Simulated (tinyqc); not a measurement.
Valley-orbit splitting of a donor ground state, with strain: one step, computed by the program tinyqc. Command: `OMP_NUM_THREADS=1 python tinyqc.py 3022590 3022591 out.jsonl valleyorbit walk`. One thread of a shared host (Intel(R) Xeon(R) Processor @ 2.30GHz), about 0.01 s of CPU time with the checks.

The basis is the 1s envelope in each valley; energies are counted from the unstrained conduction-band edge. The strain is e_s (a a^T - 1/3) for the unit stress axis a, so valley j along n_j moves by Xi_u e_s w_j with w_j = (n_j.a)^2 - 1/3: +1/6 for x and y, -1/3 for z. The splitting at the zone boundary that a [110] shear adds for <100> valleys is left out.

Problem. Levels and ground state under strain. Diagonalise H; the ground vector has positive components. The density at the nucleus, and so the contact hyperfine coupling, scales as (sum_j c_j)^2/(number of valleys), which is 1 without strain; the envelopes are held fixed.

Valleys: six along <100>. Stress axis: [110].

H (meV), rows +x, -x, +y, -y, +z, -z:
```
[[-50.5599, -3.7700, -3.9900, -3.9900, -3.9900, -3.9900],
 [-3.7700, -50.5599, -3.9900, -3.9900, -3.9900, -3.9900],
 [-3.9900, -3.9900, -50.5599, -3.7700, -3.9900, -3.9900],
 [-3.9900, -3.9900, -3.7700, -50.5599, -3.9900, -3.9900],
 [-3.9900, -3.9900, -3.9900, -3.9900, -48.8502, -3.7700],
 [-3.9900, -3.9900, -3.9900, -3.9900, -3.7700, -48.8502]]
```

Give: levels; valley amplitudes of the ground state; hyperfine ratio A/A_0.

Solution.

levels (meV): [-69.746, -46.790, -46.790, -46.350, -45.184, -45.080]

valley amplitudes of the ground state: +x 0.41751, -x 0.41751, +y 0.41751, -y 0.41751, +z 0.38907, -z 0.38907

hyperfine ratio A/A_0 = 0.99892
